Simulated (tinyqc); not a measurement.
Worked calculation: coupled-perturbed Hartree-Fock on RHF in the 3-21g basis, for H3+, spin multiplicity 1. One step of it, computed by the program tinyqc.

Question. Coupled step 1. U_ai = -(mu_ai + sum_bj [4 (ai|bj) - (ab|ij) - (aj|bi)] U_bj) / (e_a - e_i); alpha = -4 sum U_ai mu_ai.

uncoupled U:
```
           i1
a2  -0.900439
a3   0.482796
a4   0.048562
a5   0.021585
a6  -0.032165
```

dipole integrals <a|z|i> (bohr):
```
           i1
a2   0.793071
a3  -0.518263
a4  -0.080643
a5  -0.040816
a6   0.072496
```

orbital energies (hartree): MO1 -1.163030, MO2 -0.282269, MO3 -0.089568, MO4 0.497573, MO5 0.727933, MO6 1.090835

Two-electron integrals over orbitals (pq|rs), unique and non-zero (hartree):
```
(11|11) 0.653888    (21|11) -0.000041   (21|21) 0.115775    (22|11) 0.494005
(22|21) 0.000042    (22|22) 0.469464    (31|11) 0.049863    (31|21) 2.58e-06
(31|22) -0.020859   (31|31) 0.072774    (32|11) 0.000007    (32|21) -0.055787
(32|22) -0.000020   (32|31) -0.000019   (32|32) 0.050137    (33|11) 0.446605
(33|21) -0.000036   (33|22) 0.379327    (33|31) 0.029321    (33|32) 0.000019
(33|33) 0.391026    (41|11) -0.136772   (41|21) 0.000026    (41|22) -0.070023
(41|31) -0.016830   (41|32) -3.40e-06   (41|33) -0.043715   (41|41) 0.076557
(42|11) 0.000038    (42|21) -0.012372   (42|22) 0.000015    (42|31) 3.15e-06
(42|32) -0.000794   (42|33) 0.000010    (42|41) -0.000026   (42|42) 0.026852
(43|11) -0.017684   (43|21) 4.77e-06    (43|22) -0.014092   (43|31) 0.018080
(43|32) -0.000008   (43|33) 0.000039    (43|41) 0.018915    (43|42) 1.20e-06
(43|43) 0.040713    (44|11) 0.500591    (44|21) -0.000055   (44|22) 0.397849
(44|31) 0.046551    (44|32) 0.000016    (44|33) 0.386434    (44|41) -0.072916
(44|42) 0.000022    (44|43) 0.005676    (44|44) 0.431175    (51|11) 3.68e-06
(51|21) -0.075642   (51|22) -0.000041   (51|31) -2.93e-06   (51|32) 0.028856
(51|33) 0.000010    (51|41) -0.000013   (51|42) 0.033723    (51|43) 1.85e-06
(51|44) 0.000021    (51|51) 0.077170    (52|11) -0.146657   (52|21) -0.000028
(52|22) -0.105745   (52|31) 0.009120    (52|32) 0.000006    (52|33) -0.054719
(52|41) 0.064052    (52|42) 2.00e-06    (52|43) -0.000183   (52|44) -0.081649
(52|51) 0.000049    (52|52) 0.098287    (53|11) -8.17e-08   (53|21) 0.010228
(53|22) -1.48e-06   (53|31) 0.000009    (53|32) 0.005098    (53|33) 0.000006
(53|41) 0.000005    (53|42) -0.013248   (53|43) -1.68e-06   (53|44) 2.70e-06
(53|51) -0.020145   (53|52) -0.000010   (53|53) 0.016980    (54|11) -0.000025
(54|21) 0.091098    (54|22) 0.000031    (54|31) 0.000009    (54|32) -0.042849
(54|33) -0.000023   (54|41) 0.000021    (54|42) -0.010367   (54|43) 0.000006
(54|44) -0.000041   (54|51) -0.062638   (54|52) -0.000024   (54|53) 0.008321
(54|54) 0.081811    (55|11) 0.521057    (55|21) 0.000094    (55|22) 0.475682
(55|31) -0.021730   (55|32) -0.000041   (55|33) 0.376118    (55|41) -0.096802
(55|42) 2.61e-06    (55|43) -0.010384   (55|44) 0.414019    (55|51) -0.000097
(55|52) -0.141033   (55|53) 0.000008    (55|54) 0.000082    (55|55) 0.520795
(61|11) -0.035224   (61|21) -0.000010   (61|22) 0.043115    (61|31) -0.066491
(61|32) 0.000024    (61|33) -0.025178   (61|41) 0.019658    (61|42) 3.74e-06
(61|43) 0.017625    (61|44) -0.028598   (61|51) 0.000008    (61|52) -0.037568
(61|53) -0.000013   (61|54) -0.000015   (61|55) 0.059147    (61|61) 0.107480
(62|11) -0.000016   (62|21) 0.070731    (62|22) 0.000012    (62|31) 0.000026
(62|32) -0.031216   (62|33) -0.000012   (62|41) 0.000014    (62|42) -0.022468
(62|43) -3.54e-06   (62|44) -0.000021   (62|51) -0.062120   (62|52) -0.000018
(62|53) 0.020441    (62|54) 0.057671    (62|55) 0.000049    (62|61) -0.000044
(62|62) 0.062449    (63|11) -0.139108   (63|21) 0.000031    (63|22) -0.070785
(63|31) -0.034440   (63|32) -4.56e-06   (63|33) -0.059687   (63|41) 0.059015
(63|42) -0.000021   (63|43) 0.008725    (63|44) -0.082791   (63|51) -0.000016
(63|52) 0.050416    (63|53) 4.47e-06    (63|54) 0.000021    (63|55) -0.081711
(63|61) 0.033675    (63|62) 0.000014    (63|63) 0.068132    (64|11) 0.035304
(64|21) 0.000018    (64|22) -0.033188   (64|31) 0.065487    (64|32) -0.000027
(64|33) 0.022937    (64|41) -0.015823   (64|42) -2.74e-06   (64|43) 0.004182
(64|44) 0.037562    (64|51) -0.000014   (64|52) 0.026668    (64|53) 0.000012
(64|54) 0.000024    (64|55) -0.048427   (64|61) -0.084152   (64|62) 0.000043
(64|63) -0.030478   (64|64) 0.083102    (65|11) 0.000015    (65|21) -0.102823
(65|22) -0.000040   (65|31) -0.000021   (65|32) 0.057902    (65|33) 0.000022
(65|41) -0.000016   (65|42) 0.026075    (65|43) 1.29e-06    (65|44) 0.000034
(65|51) 0.084072    (65|52) 0.000035    (65|53) -0.014387   (65|54) -0.089104
(65|55) -0.000101   (65|61) 0.000038    (65|62) -0.077548   (65|63) -0.000017
(65|64) -0.000044   (65|65) 0.118926    (66|11) 0.628475    (66|21) -0.000091
(66|22) 0.477134    (66|31) 0.058048    (66|32) 0.000033    (66|33) 0.442319
(66|41) -0.144720   (66|42) 0.000052    (66|43) -0.022270   (66|44) 0.491780
(66|51) 0.000045    (66|52) -0.143417   (66|53) -0.000006   (66|54) -0.000068
(66|55) 0.510786    (66|61) -0.051563   (66|62) -0.000050   (66|63) -0.149340
(66|64) 0.048585    (66|65) 0.000069    (66|66) 0.652846
```

Give: U after step 1; polarisability.

Answer.

U after step 1:
```
         i1
a2  -1.0484
a3   0.5851
a4   0.0665
a5  -0.0133
a6  -0.0241
```

polarisability = 4.5652 bohr^3
